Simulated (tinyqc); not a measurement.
# Ellipsometry and reflectance of a transparent film on an absorbing substrate, step by step

Computed by the program tinyqc: `OMP_NUM_THREADS=1 python tinyqc.py 2870226 2870227 out.jsonl`, one thread of a shared Intel Xeon 2.30GHz, about 0.01 s for the whole run. Printed values are rounded.

Air (index 1), film, substrate with N2 = n2 - i k2; time factor exp(+i w t). q_j = sqrt(N_j^2 - sin^2 th), root with positive real part. Fresnel coefficients r_s = (q_a - q_b)/(q_a + q_b), r_p = (N_b^2 q_a - N_a^2 q_b)/(N_b^2 q_a + N_a^2 q_b). tan(Psi) exp(i Delta) = R_p/R_s, Delta taken from 0 to 360 degrees.

Values chosen for this exercise; indices close to those of photoresist on silicon:

| symbol | value | unit | meaning |
|---|---|---|---|
| lam | 405 | nm | wavelength |
| th | 70 | degrees | angle of incidence |
| n1 | 1.652 |  | index of the transparent film |
| d | 6.3 | nm | film thickness |
| n2 | 5.42 |  | index of the substrate |
| k2 | 0.329 |  | extinction coefficient of the substrate |

## Interface coefficients and thickness period

q0, q1, q2 and the coefficients r01 and r12 for p and s; the results repeat in d with the period lam/(2 q1).

q0 = 0.342020
q1 = 1.35871
q2 = 5.33823-0.33404i
r01,p = -0.185548
r01,s = -0.597795
r12,p = 0.466191-0.023006i
r12,s = -0.595238+0.020189i
period = 149.039 nm

## Psi, Delta and reflectances

beta = 2 pi d q1/lam, X = exp(-2 i beta), R = (r01 + r12 X)/(1 + r01 r12 X) for p and s.

beta = 0.132798 rad
X = 0.964936-0.262484i
R_p = 0.276592-0.165625i
R_s = -0.875570+0.062489i
Psi = 20.1668 degrees
Delta = 153.169 degrees
|R_p|^2 = 0.103935
|R_s|^2 = 0.770528

The bare substrate gives Psi = 19.30 and Delta = 175.51 degrees.
